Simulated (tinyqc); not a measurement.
CCD on RHF in the sto-3g basis, for H6, spin multiplicity 1, step by step. One step of it, computed by the program tinyqc.

Task: CCD: starting amplitudes. t_ij^ab = <ij||ab> / (e_i + e_j - e_a - e_b), whose energy is MP2.

orbital energies (hartree): MO1 -0.658798, MO2 -0.590555, MO3 -0.508284, MO4 0.487036, MO5 0.727931, MO6 1.022205

Two-electron integrals over orbitals (pq|rs), unique and non-zero (hartree):
```
(11|11) 0.400758    (21|21) 0.131680    (22|11) 0.316486    (22|22) 0.396023
(31|11) 0.081439    (31|22) -0.072556   (31|31) 0.145803    (32|21) -0.135727
(32|32) 0.149967    (33|11) 0.389078    (33|22) 0.335113    (33|31) 0.055780
(33|33) 0.390887    (41|21) 0.026019    (41|32) -0.001022   (41|41) 0.077195
(42|11) 0.040210    (42|22) -0.007230   (42|31) 0.039570    (42|33) 0.016120
(42|42) 0.059621    (43|21) 0.046322    (43|32) -0.044977   (43|41) 0.016809
(43|43) 0.064460    (44|11) 0.382061    (44|22) 0.331398    (44|31) 0.049494
(44|33) 0.376175    (44|42) 0.022075    (44|44) 0.388132    (51|11) 0.008587
(51|22) 0.019406    (51|31) -0.015265   (51|33) -0.004810   (51|42) 0.041950
(51|44) 0.002654    (51|51) 0.045167    (52|21) 0.011351    (52|32) 0.005741
(52|41) 0.053752    (52|43) -0.038845   (52|52) 0.088239    (53|11) -0.049985
(53|22) 0.000111    (53|31) -0.043868   (53|33) -0.029945   (53|42) -0.057773
(53|44) -0.025535   (53|51) -0.038793   (53|53) 0.061310    (54|21) 0.133643
(54|32) -0.143385   (54|41) 0.007392    (54|43) 0.046250    (54|52) -0.004634
(54|54) 0.153170    (55|11) 0.326445    (55|22) 0.395798    (55|31) -0.063334
(55|33) 0.342262    (55|42) -0.003609   (55|44) 0.350540    (55|51) 0.020243
(55|53) -0.001176   (55|55) 0.417987    (61|21) 0.002630    (61|32) 0.006958
(61|41) 0.027598    (61|43) 0.054619    (61|52) -0.032215   (61|54) -0.004404
(61|61) 0.064924    (62|11) -0.016584   (62|22) -0.026232   (62|31) 0.012566
(62|33) -0.006998   (62|42) -0.040090   (62|44) -0.005055   (62|51) -0.042603
(62|53) 0.041768    (62|55) -0.025237   (62|62) 0.044409    (63|21) 0.031551
(63|32) -0.009766   (63|41) 0.075968    (63|43) 0.019563    (63|52) 0.054088
(63|54) 0.008932    (63|61) 0.028303    (63|63) 0.081263    (64|11) 0.082148
(64|22) -0.065001   (64|31) 0.138847    (64|33) 0.056081    (64|42) 0.041375
(64|44) 0.054572    (64|51) -0.012224   (64|53) -0.044239   (64|55) -0.067047
(64|62) 0.011282    (64|64) 0.148313    (65|21) -0.133224   (65|32) 0.137927
(65|41) -0.027892   (65|43) -0.048934   (65|52) -0.012171   (65|54) -0.143886
(65|61) -0.004211   (65|63) -0.035179   (65|65) 0.147438    (66|11) 0.424737
(66|22) 0.333897    (66|31) 0.088434    (66|33) 0.413345    (66|42) 0.045555
(66|44) 0.416998    (66|51) 0.010609    (66|53) -0.056381   (66|55) 0.354831
(66|62) -0.019243   (66|64) 0.095781    (66|66) 0.473732
```

Give: Starting amplitudes; correlation energy.

Result:

Starting amplitudes (spin orbitals 1a, 1b, ...; amplitudes related by a flip of all spins are not repeated; the 24 largest):

| from | to | t |
|---|---|---|
| 1a 1b | 4a 4b | -0.034 |
| 2a 2b | 5a 5b | -0.033 |
| 3a 3b | 4a 4b | -0.032 |
| 1a 3b | 4a 6b | -0.028 |
| 2a 2b | 4a 4b | -0.028 |
| 3a 3b | 6a 6b | -0.027 |
| 2a 3b | 4a 5b | 0.025 |
| 3a 3b | 5a 5b | -0.025 |
| 1a 2b | 4a 5b | -0.022 |
| 1a 3b | 4b 6a | 0.020 |
| 1a 1b | 6a 6b | -0.019 |
| 2a 3b | 5a 6b | -0.019 |
| 1a 2b | 4b 5a | 0.017 |
| 2a 3b | 4b 5a | -0.017 |
| 1a 1b | 5a 5b | -0.016 |
| 2a 2b | 4a 6b | 0.015 |
| 1a 3b | 5a 5b | 0.015 |
| 2a 3b | 5b 6a | 0.015 |
| 1a 2b | 5a 6b | 0.014 |
| 2a 2b | 6a 6b | -0.014 |
| 1a 2b | 5b 6a | -0.011 |
| 1a 1b | 4a 6b | -0.010 |
| 1a 3b | 6a 6b | -0.009 |
| 2a 3a | 4a 5a | 0.008 |

correlation energy = -0.04014 hartree
